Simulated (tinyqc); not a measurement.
# An infinitely deep well in a field (quantum-confined Stark shift), Airy functions: effects of single changes

Hard walls at x = -L/2 and +L/2; between them U(x) = -F x (eV, zero at the centre). C = hbar^2/(2 m0), e = (C F^2/m1)^(1/3), z1 = (F L/2 - E)/e at the left wall and z2 = (-F L/2 - E)/e at the right wall. Levels are the roots of D(E) = Ai(z1) Bi(z2) - Ai(z2) Bi(z1).

Parameters, values chosen for the exercise:

| symbol | value | unit | meaning |
|---|---|---|---|
| m1 | 0.2 | m0 | mass |
| L | 10.9 | nm | well width |
| F | 0.0032 | V/nm | field |

Constants: q = 1.602176634e-19 C, hbar = 1.054571817e-34 J s, m0 = 9.1093837015e-31 kg, hbar^2/(2 m0) = 0.0380998212 eV nm^2. Results are converted to the units shown.

Each table varies one quantity; the others keep the values above.

## The Stark shift against mass

Exact shifts E_n(F) - E_n(0) from the roots of D; <x> = -dE_1/dF. E_n(0) = C (n pi/L)^2/m1; second-order shift m1 F^2 L^4 (1 - 15/(pi n)^2)/(48 C pi^2 n^2).

The Stark shift against mass:
columns A: m1 (m0); B: F L/E_1(0); C: shift of level 1 (meV); D: second order, 1 (meV); E: shift of level 2 (meV); F: second order, 2 (meV); G: <x> of level 1 (nm)
```
A           B        C        D        E        F       G
0.066  0.7274  -0.2745  -0.2747  0.08165  0.08193  0.1714
0.087  0.9588  -0.3615  -0.3622   0.1074   0.1080  0.2255
0.11    1.212  -0.4566  -0.4579   0.1353   0.1366  0.2846
0.15    1.653  -0.6211  -0.6244   0.1830   0.1862  0.3861
0.2     2.204  -0.8248  -0.8326   0.2407   0.2483  0.5107
0.26    2.865   -1.065   -1.082   0.3065   0.3228  0.6558
0.34    3.747   -1.379   -1.415   0.3866   0.4221  0.8401
0.45    4.959   -1.792   -1.873   0.4801   0.5586   1.074
```

The shift of level 1 falls from -0.274 to -1.79 meV, as m1^(1.00) between the first two rows and m1^(0.94) between the last two (second order: power 1). Second order is 0.10 % above it in size in the first row and 4.6 % above it in the last. The shift of level 2 rises from 0.0817 to 0.480 meV.

## The Stark shift against field

Same model as above.

Result of one run:
columns A: F (V/nm); B: F L/E_1(0); C: shift of level 1 (meV); D: second order, 1 (meV); E: shift of level 2 (meV); F: second order, 2 (meV); G: <x> of level 1 (nm)
```
A           B       C       D       E       F       G
0.0048  3.306  -1.835  -1.873  0.5215  0.5586  0.7493
```

What becomes of these results when the field F is changed from 0.0048 to 0.016 V/nm, all else the same?

Result of the changed run:
columns A: F (V/nm); B: F L/E_1(0); C: shift of level 1 (meV); D: second order, 1 (meV); E: shift of level 2 (meV); F: second order, 2 (meV); G: <x> of level 1 (nm)
```
A          B       C       D      E      F      G
0.016  11.02  -17.53  -20.81  3.113  6.207  1.909
```

The whole series:
columns A: F (V/nm); B: F L/E_1(0); C: shift of level 1 (meV); D: second order, 1 (meV); E: shift of level 2 (meV); F: second order, 2 (meV); G: <x> of level 1 (nm)
```
A             B         C         D        E        F       G
0.00096  0.6612  -0.07487  -0.07493  0.02228  0.02234  0.1558
0.0014   0.9643   -0.1591   -0.1594  0.04724  0.04752  0.2268
0.0021    1.446   -0.3571   -0.3586   0.1055   0.1069  0.3387
0.0032    2.204   -0.8248   -0.8326   0.2407   0.2483  0.5107
0.0048    3.306    -1.835    -1.873   0.5215   0.5586  0.7493
0.0072    4.959    -4.031    -4.215    1.080    1.257   1.074
0.011     7.577    -8.953    -9.838    2.087    2.934   1.498
0.016     11.02    -17.53    -20.81    3.113    6.207   1.909
0.024     16.53    -34.68    -46.83    2.880    13.97   2.343
```

The shift of level 1 falls from -0.0749 to -34.7 meV, as F^(2.00) between the first two rows and F^(1.68) between the last two (second order: power 2). Second order is 0.086 % above it in size in the first row and 35 % above it in the last. The shift of level 2 goes from 0.0223 through a maximum of 3.11 (at F = 0.016 V/nm among the rows listed) to 2.88 meV.

Numbers from tinyqc (`OMP_NUM_THREADS=1 python tinyqc.py 2580116 2580117 out.jsonl`; about 0.03 s on one thread of a shared Intel Xeon 2.30GHz).
